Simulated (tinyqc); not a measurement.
Schottky barrier on an n-type semiconductor with a doping step, non-linear Poisson equation by Newton steps: two steps of the calculation.

One dimension, metal at x = 0, donor density C(x) = N1 for x < x1 and Nd beyond. Energies are counted from the electron Fermi level of the semiconductor and the conduction-band edge is Ec = -psi, so n = Nc exp(psi/Vt); holes follow the Fermi level of the metal, at -V, so p = Nv exp((V - psi - Eg)/Vt). Ends: psi(0) = V - phiB and psi = Vt ln(Nd/Nc) deep inside. Boltzmann statistics, full ionisation, no current, no image force in the Poisson equation.

Parameters, values chosen for the exercise; band and dielectric values close to those of 4H silicon carbide: temperature T = 400 K; band gap Eg = 3.23 eV; relative permittivity eps_r = 9.72; conduction-band density of states at T Nc = 2.63e19 cm^-3; valence-band density of states at T Nv = 3.82e19 cm^-3; donor density deep in the semiconductor Nd = 6.5e17 cm^-3; barrier height phiB = 1.47 eV; bias of the metal against the semiconductor V = 0 V.

Constants: q = 1.602176634e-19 C, kB = 1.380649e-23 J/K, Vt = kB T/q, eps0 = 8.8541878128e-14 F/cm where lengths are in cm. Results are converted to the units shown.

Question 1. End potentials, built-in voltage, Debye length. psi_0 = V - phiB, psi_b = Vt ln(Nd/Nc), Vbi = phiB - Vt ln(Nc/Nd), LD = sqrt(eps0 eps_r Vt/(q Nd)), W = sqrt(2 eps0 eps_r (Vbi - V)/(q Nd)), hole density at the metal p_0 = Nv exp((phiB - Eg)/Vt).

Wanted: psi_0; psi_b; Vbi; LD; W for uniform Nd; p_0.

Answer 1.

psi_0 = -1.4700 V
psi_b = -0.12755 V
Vbi = 1.3425 V
LD = 5.3372 nm
W for uniform Nd = 47.104 nm
p_0 = 0.0025529 cm^-3

The hole density at the metal is 3.9e-21 times Nd, so holes hardly matter.

Question 2. Newton step. Solve the tridiagonal system a_(i-1) d_(i-1) + b_i d_i + a_i d_(i+1) = -F_i for nodes 1 to 11, with d = 0 on fixed nodes. Each component d is damped to sign(d) Vt ln(1 + |d|/Vt) before it is added.

| interval | coupling a_i (F/cm^2) |
|---|---|
| 0 | 1.7563817e-6 |
| 1 | 1.5368340e-6 |
| 2 | 1.3240416e-6 |
| 3 | 1.1630095e-6 |
| 4 | 1.0125024e-6 |
| 5 | 8.7819087e-7 |
| 6 | 7.6161686e-7 |
| 7 | 6.6715276e-7 |
| 8 | 5.8150477e-7 |
| 9 | 5.0625121e-7 |
| 10 | 4.4592075e-7 |
| 11 | 3.7418568e-7 |

| node | diagonal b (F/cm^2) | residual F (C/cm^2) |
|---|---|---|
| 1 | -3.2958930e-6 | -1.9531306e-6 |
| 2 | -2.8650184e-6 | 5.8296923e-9 |
| 3 | -2.4941863e-6 | 1.1489625e-8 |
| 4 | -2.1913816e-6 | 1.1220155e-7 |
| 5 | -2.7730376e-6 | -4.6017142e-8 |
| 6 | -3.9204466e-6 | 1.4066196e-8 |
| 7 | -4.8758163e-6 | 1.1282079e-9 |
| 8 | -5.4019198e-6 | 3.1233739e-11 |
| 9 | -5.8880054e-6 | 4.6040848e-13 |
| 10 | -6.4354703e-6 | 4.1482111e-15 |
| 11 | -7.2100888e-6 | 2.3625435e-17 |

| node | psi after iteration 1 (V) |
|---|---|
| 0 | -1.4700000 |
| 1 | -0.3476111 |
| 2 | -0.3374517 |
| 3 | -0.3234914 |
| 4 | -0.3005713 |
| 5 | -0.1669134 |
| 6 | -0.1390878 |
| 7 | -0.1295749 |
| 8 | -0.1278067 |
| 9 | -0.1275744 |
| 10 | -0.1275507 |
| 11 | -0.1275488 |
| 12 | -0.1275487 |

Find: Newton step d, before damping; psi after iteration 2.

Answer 2.

| node | Newton step d, before damping (V) |
|---|---|
| 1 | -0.93968 |
| 2 | -0.74435 |
| 3 | -0.52436 |
| 4 | -0.28701 |
| 5 | -0.12970 |
| 6 | -0.02623 |
| 7 | -0.00393 |
| 8 | -0.00049 |
| 9 | -0.00005 |
| 10 | 0.00000 |
| 11 | 0.00000 |

| node | psi after iteration 2 (V) |
|---|---|
| 0 | -1.4700 |
| 1 | -0.4628 |
| 2 | -0.4449 |
| 3 | -0.4195 |
| 4 | -0.3775 |
| 5 | -0.2207 |
| 6 | -0.1586 |
| 7 | -0.1333 |
| 8 | -0.1283 |
| 9 | -0.1276 |
| 10 | -0.1276 |
| 11 | -0.1275 |
| 12 | -0.1275 |

Program tinyqc, `OMP_NUM_THREADS=1 python tinyqc.py 2020110 2020111 out.jsonl`; Intel Xeon 2.30GHz, shared host, one thread, about 0.09 s.
